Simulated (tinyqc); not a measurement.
Van der Pauw, Hall and four-point-probe measurements on a doped layer: correction factor against the shape of the sample.

A uniform p-type layer with sheet resistance Rs = 1/(q ns mu), point contacts, low field (mu B small).

Rs = 1/(q ns mu). For a rectangle with contacts at the corners, RA = (8 Rs/pi) sum_(k>=0) ln coth((2k + 1) pi a/(2 b)) with current along a short side b and voltage along the opposite one, RB the same with a and b exchanged. ar = a/b. F = Rs/[(pi/ln 2)(RA + RB)/2]; small-asymmetry estimate 1 - (ln 2/2) d^2 - ((ln 2)^2/4 - (ln 2)^3/12) d^4 with d = (RB - RA)/(RB + RA).

Inputs (values chosen for the exercise):
- ns = 5.4e11 cm^-2 (sheet density of the layer)
- mu = 42 cm^2/(V s) (drift mobility)

Constants: q = 1.602176634e-19 C. Results are converted to the units shown.

Results:
```
ar    RA (ohm)  RB (ohm)    RB/RA       F  estimate of F
1      6.072e4   6.072e4    1.000   1.000          1.000
1.69      6932   2.257e5    32.55  0.5221         0.6213
2.03      2382   3.170e5    133.1  0.3803         0.5767
2.37     818.5   4.098e5    500.6  0.2958         0.5653
2.71     281.3   5.031e5     1788  0.2413         0.5623
3.06     93.68   5.993e5     6397  0.2026         0.5614
3.4      32.19   6.928e5  2.152e4  0.1753         0.5612
```

Estimate the missing row, ar = 1.34.

Computed row:
```
ar    RA (ohm)  RB (ohm)  RB/RA       F  estimate of F
1.34   2.082e4   1.361e5  6.536  0.7740         0.7861
```

With this row back in the table: RB/RA rises from 1.00 to 21500 and F falls from 1.00 to 0.175. The estimate is 19 % above F at a/b = 1.69 and 3.20 times it in the last row. RA shrinks about as exp(-pi a/b): by a factor of 2.91 between the last two rows, against 2.91.

Program tinyqc, `OMP_NUM_THREADS=1 python tinyqc.py 2850141 2850142 out.jsonl`; Intel Xeon 2.30GHz, shared host, one thread, about 0.04 s.
